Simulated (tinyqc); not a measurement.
On-chip power grid, static voltage drop by conjugate gradients: one step of the calculation.

A grid of 4 rows and 4 columns, node k = 4 row + column. Neighbours in a row are joined by Rx, in a column by Ry; pad nodes, which reach the supply through Rp: 0. Each node draws I0, node 12 draws kh I0. The drops u = Vdd - V solve G u = i, with G the conductance matrix (1/Rp added on the diagonal at pad nodes).

Question. Diagonal of G, loads and first direction. G_kk = sum of the conductances at node k. Start u = 0, so the residual is r = i; p = r.

Values chosen for this exercise:
```
symbol  value  unit                                   meaning
Rx       0.16   ohm        resistance of a horizontal segment
Ry       0.55   ohm          resistance of a vertical segment
Rp      0.036   ohm  resistance from a pad node to the supply
I0         10    mA          load current of an ordinary node
kh          3              factor on the load at the hot node
```

Wanted: G_kk; r at the start; p at the start.

Answer.

G_kk (S):
```
,col 0,col 1,col 2,col 3
row 0,35.85,14.32,14.32,8.068
row 1,9.886,16.14,16.14,9.886
row 2,9.886,16.14,16.14,9.886
row 3,8.068,14.32,14.32,8.068
```

r at the start (mA):
```
,col 0,col 1,col 2,col 3
row 0,10.00,10.00,10.00,10.00
row 1,10.00,10.00,10.00,10.00
row 2,10.00,10.00,10.00,10.00
row 3,30.00,10.00,10.00,10.00
```

p at the start (mA):
```
,col 0,col 1,col 2,col 3
row 0,10.00,10.00,10.00,10.00
row 1,10.00,10.00,10.00,10.00
row 2,10.00,10.00,10.00,10.00
row 3,30.00,10.00,10.00,10.00
```

Numbers from tinyqc (`OMP_NUM_THREADS=1 python tinyqc.py 2770165 2770166 out.jsonl`; about 0.09 s on one thread of a shared Intel Xeon 2.30GHz).
